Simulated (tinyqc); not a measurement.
Weak link from the transmission.

Inverse problem. An infinite chain has hopping -t with t = 0.5 eV and site energy 0; E = -2 t cos(k) with E = -0.33 eV. One bond has the hopping -y t with 0 < y < 1, so T(E) = 4 y^2 sin^2 k/[(1 - y^2)^2 + 4 y^2 sin^2 k]. Find y and the hopping y t.

T(E) = 0.51484199

Solution. With b = |sin k| sqrt(1/T(E) - 1), (1 - y^2)/(2 y) = b, whose root below 1 is sqrt(b^2 + 1) - b.

y = 0.440
y t = 0.220 eV

tinyqc, about 0.02 s, one thread, Intel Xeon 2.30GHz (shared host): `OMP_NUM_THREADS=1 python tinyqc.py 2660105 2660106 out.jsonl`
